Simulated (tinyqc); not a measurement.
Front-illuminated p-i-n photodiode, quantum efficiency and bandwidth: one step of the calculation.

Light enters through a p layer (0 to xp), a depleted layer (xp to xp + wi) and a thick n substrate, decaying as exp(-al x); one pass, no back reflection. Carriers made in the depleted layer are all collected; those in the neutral layers diffuse.

Task. Response at one frequency. Drift response for pairs made in the depleted layer, a = al wi, g = 1 - exp(-a), u = 2 pi i f, te = wi/ve, th = wi/vh: electrons He = [g - a (exp(-a) - exp(-u te))/(u te - a)]/(u te g), holes Hh = [g - a (1 - exp(-a - u th))/(a + u th)]/(u th g); C = eps0 eps_r pi (dia/2)^2/wi + Cp; total |He + Hh|/sqrt(1 + (2 pi f RL C)^2), for the current of the depleted layer alone.

Values chosen for this exercise; values close to those of In0.53Ga0.47As at this wavelength:
- al = 6980 1/cm (absorption coefficient)
- eps_r = 13.6 (relative permittivity)
- wi = 3.1 um (thickness of the depleted layer)
- ve = 7.11e6 cm/s (electron drift velocity)
- vh = 4.89e6 cm/s (hole drift velocity)
- dia = 100 um (diameter)
- RL = 50 ohm (load resistance)
- Cp = 40 fF (parasitic capacitance)
- f = 13 GHz (modulation frequency)

Constants: eps0 = 8.8541878128e-14 F/cm where lengths are in cm. Results are converted to the units shown.

Give: te; th; He; Hh; |He + Hh|; C; total response.

Result.

te = 43.601 ps
th = 63.395 ps
He = 0.10987-0.42610i
Hh = 0.07694-0.17032i
|He + Hh| = 0.62500
C = 345.08 fF
total response = 0.36167

The drift response alone falls to 1/sqrt(2) at 11.2 GHz and the RC term alone at 9.22 GHz; together they give 6.83 GHz for this part of the current; the diffusion currents, left out, respond on their own time scales.

Computed by the program tinyqc: `OMP_NUM_THREADS=1 python tinyqc.py 2250121 2250122 out.jsonl`, one thread of a shared Intel Xeon 2.30GHz, about 0.01 s for the whole run.
